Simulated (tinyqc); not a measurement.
Ratio and sensitivities against delay: time-domain thermoreflectance: layered heat flow under a modulated pulse train, and what the signal ratio measures. Computed by tinyqc, a small Python program. Command: `OMP_NUM_THREADS=1 python tinyqc.py 3110029 3110030 out.jsonl tdtr walk`. One thread of a shared host (Intel(R) Xeon(R) Processor @ 2.30GHz), about 0.3 s of CPU time with the checks.

Pulses repeat at 80 MHz; heat is laid down at the surface, all layers are isotropic, and the film is in perfect contact with the substrate.

Inputs (values chosen for the exercise, modelled on aluminium on sapphire): metal thickness d = 110 nm; metal conductivity = 120 W/(m K); metal heat capacity = 2.42 MJ/(m^3 K); boundary conductance G under the metal = 76 MW/(m^2 K); film thickness = 62 nm; film conductivity = 0.44 W/(m K); film heat capacity = 1.6 MJ/(m^3 K); substrate conductivity kappa = 35.2 W/(m K); substrate heat capacity C = 3.06 MJ/(m^3 K); modulation frequency f = 2 MHz; spot radius w (1/e^2, pump and probe) = 15 micrometre.

Stack: metal, film, substrate.

Method:
- For radial wave number k and angular frequency W each layer has u = sqrt(4 pi^2 k^2 + i W C/kappa) and gamma = kappa u. Surface impedance from below: Z = 1/gamma for the substrate; a layer of thickness L maps Z to (Z + tanh(u L)/gamma)/(1 + gamma Z tanh(u L)); a boundary adds 1/G.
- Response per absorbed watt H(W) = 2 pi int_0^(2/w) Z(k, W) exp(-pi^2 k^2 w^2) k dk by 20 Gauss-Legendre points.
- Signal: X + iY = sum_(m = -M..M) H(2 pi (f + m f_r)) exp(i 2 pi m f_r t) exp(-pi (m/M)^2 x 4), f_r = 80 MHz, M = 4000, with H(-W) the complex conjugate of H(W); V_in = X, V_out = Y, ratio = -V_in/V_out.
- Sensitivity S = ln(ratio'/ratio)/ln(1.01) for a rise of one input by 1 %.

Ratio and sensitivities:
```
t (ps)   ratio  S to kappa    S to G    S to d   S to C     S to w  S to film conductivity
100     1.7227     0.11476  0.046693  -0.74027  0.11384  -0.077806                 0.62408
200     1.6900     0.11511  0.043915  -0.82442  0.11416  -0.077400                 0.61702
400     1.6694     0.11527  0.041709  -0.81967  0.11430  -0.077049                 0.61080
800     1.6365     0.11553  0.039852  -0.80602  0.11453  -0.076449                 0.60087
1500    1.5887     0.11594  0.038372  -0.78764  0.11488  -0.075543                 0.58705
2500    1.5300     0.11653  0.037221  -0.76742  0.11540  -0.074426                 0.57108
4000    1.4531     0.11750  0.036022  -0.74382  0.11627  -0.073004                 0.55087
```

What follows from these numbers?

The largest sensitivity in size at 100 ps is to d (-0.74). G is hardly felt. At 400 ps an error of 3 % in d passes on as 21 % in kappa.

Extremes, crossings and ranges named in words are read from the listed rows.
